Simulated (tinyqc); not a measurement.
What each parameter does: ellipsoidal valleys in the axes of a wafer and a channel.

Valleys with axes a along [111], [1-1-1], [-11-1] and [-1-11], one whole valley each; inverse mass tensor w = 1/mt + (1/ml - 1/mt) a a. Device axes: z = nz/|nz|, x = nx/|nx|, y = z cross x; in them a = (ax, ay, az). Confinement mass mz = 1/w_zz. In the plane w_ij is replaced by u_ij = w_ij - w_iz w_jz/w_zz (i, j = x, y); density-of-states mass md = 1/sqrt(det u); conductivity mass along x mc = 1/u_xx; ballistic transport mass mx = u_yy/det u, width mass my = 1/u_yy.

Hard walls: E_n = c (n pi/t)^2/mz, c = hbar^2/2m0, n = 1, 2, 3. Non-degenerate share of a valley proportional to md sum_n exp(-E_n/kT); mean 1/mc = sum of share/mc. 1 nm = 10 angstrom.

Constants: hbar^2/2m0 = 3.80998211 eV angstrom^2; kB = 8.617333262e-05 eV/K.

Values chosen for the exercise (near those of the L valleys of Ge; shifted at random, so the results belong to these values and not to a real crystal): ml = 1.559 m0 (longitudinal mass); mt = 0.082 m0 (transverse mass); nz = (0, 0, 1) (surface normal (confinement)); nx = (1, 0, 0) (channel direction); t = 6.8 nm (thickness of the film); T = 400 K (temperature).

Lowest E1, its share and the mean conductivity mass.

Results for these values:

| case | lowest E1 (meV) | share | mean mc (m0) |
|---|---|---|---|
| base | 67.85 | 1.0000 | 0.1523 |

What happens to each result for mt = 0.074 m0, all else kept?

Answer: lowest E1 rises from 67.85 to 75.00; share does not change at the printed digits; mean mc falls from 0.1523 to 0.1384.

The same for each parameter in turn:

| case | lowest E1 (meV) | share | mean mc (m0) |
|---|---|---|---|
| base | 67.85 | 1.0000 | 0.1523 |
| ml = 1.403 m0 | 68.05 | 1.0000 | 0.1511 |
| mt = 0.074 m0 | 75.00 | 1.0000 | 0.1384 |
| t = 6.12 nm | 83.77 | 1.0000 | 0.1523 |
| T = 360 K | 67.85 | 1.0000 | 0.1523 |

Program tinyqc; command `OMP_NUM_THREADS=1 python tinyqc.py 1850640 1850641 out.jsonl`; about 0.01 s on one thread of a shared Intel(R) Xeon(R) Processor @ 2.30GHz.
